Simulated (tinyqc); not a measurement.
Hydrogenic impurity: series, fields, screening, photoionisation and donor-acceptor pairs: one step, computed by the program tinyqc.

One isotropic, parabolic band. Effective units: Ry* and a*, in which H = -nabla^2 - 2/r.

Task: A donor-acceptor pair. No-phonon line h nu(r) = E_g - Ry* - E_A + e^2/(4 pi eps_0 eps r); rate W(r) = W_0 exp(-2 r/a*), the donor being the shallower centre; lifetime 1/W; zero field.

Inputs (values chosen for the exercise, for a model semiconductor):
```
quantity                   value      unit
dielectric constant eps     8.65         -
gap E_g                     1.46        eV
acceptor depth E_A          54.4       meV
pair distance r              246  angstrom
rate prefactor W_0       9.5e+08       1/s
```

Parts treated: screening and pairs.

Ry* = 18.02030 meV

a* = 46.18953 angstrom

Constants: e^2/(4 pi eps_0) = 14.39964548 eV angstrom.

Give: Coulomb term; photon energy; rate W; lifetime.

Result:

Coulomb term = 6.767 meV

photon energy = 1.394 eV

rate W = 22476 1/s

lifetime = 4.449e-05 s
